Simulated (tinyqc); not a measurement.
Correlation length: interface roughness in a thin film (subband fluctuation and scattering).

Square well of width t, barriers V0, c = hbar^2/2m0: E1 solves k t + 2 atan[(k/mz)/(kappa/mb)] = pi, k = sqrt(mz E/c), kappa = sqrt(mb (V0 - E)/c). One interface is rough, so the subband edge fluctuates by G dt with G = |dE1/dt| (central difference of 0.01 angstrom; 2 E1/t for hard walls).

Gaussian roughness spectrum S(q) = pi D^2 Lc^2 exp(-q^2 Lc^2/4). Degenerate gas, taken to fill one subband (the second starts to fill once c kF^2/md exceeds E2 - E1, which is not tested here): kF = sqrt(2 pi Ns/gv), q = 2 kF sin(theta/2), 1/tau = (md/(2 pi c hbar)) G^2 times the integral from 0 to pi of S(q)(1 - cos theta)/eps(q)^2 dtheta, eps(q) = 1 + qs/q with screening (qs = gv md q0/(c eps), q0 = e^2/(4 pi eps0), form factors left out, which overstates the screening; other scattering is left out too, so these values lie far above measured mobilities in all but the thinnest films) or 1 without; mobility = tau c2/md with c2 = e/m0 = 1.75882e15 cm^2/(V s^2); 1e12/cm^2 = 1e-4/angstrom^2.

Constants: hbar^2/2m0 = 3.80998211 eV angstrom^2; hbar = 6.58211957e-16 eV s; e^2/(4 pi eps0) = 14.39964547 eV angstrom.

Values chosen for the exercise (near those of a thin InGaAs channel; not measured data): t = 82 angstrom (film thickness); mz = 0.045 m0 (confinement mass); V0 = 2.01 eV (barrier); mb = 0.26 m0 (barrier mass); md = 0.044 m0 (mass in the plane); gv = 1 (valleys); D = 3 angstrom (rms height of the roughness); Ns = 0.65 x 1e12/cm^2 (sheet density); eps = 11.1 (mean dielectric constant at the channel); Ll = (4, 8, 14, 22, 35, 55, 90) angstrom (correlation lengths).

Fixed D; bare and screened mobility.

Results:
```
Lc (angstrom)  kF Lc  bare mobility (cm^2/(V s))  screened mobility (cm^2/(V s))
4               0.08                    6.79e+06                        1.42e+07
8               0.16                    1.72e+06                        3.62e+06
14              0.28                    5.85e+05                        1.23e+06
22              0.44                    2.59e+05                        5.47e+05
35              0.71                    1.27e+05                        2.73e+05
55              1.11                    8.56e+04                        1.90e+05
90              1.82                    1.05e+05                        2.69e+05
```

What can be read from this table?

The bare mobility is lowest at Lc = 55 angstrom of those listed (kF Lc = 1.11). The screened mobility is lowest at Lc = 55 angstrom of those listed (kF Lc = 1.11). Short roughness averages out (mobility as 1/Lc^2; the first two rows give exponent -1.98), and long roughness deflects only by small angles (bare mobility rising as Lc; the last two rows give 0.41).

Program tinyqc; command `OMP_NUM_THREADS=1 python tinyqc.py 1250605 1250606 out.jsonl`; about 0.01 s on one thread of a shared Intel(R) Xeon(R) Processor @ 2.30GHz.
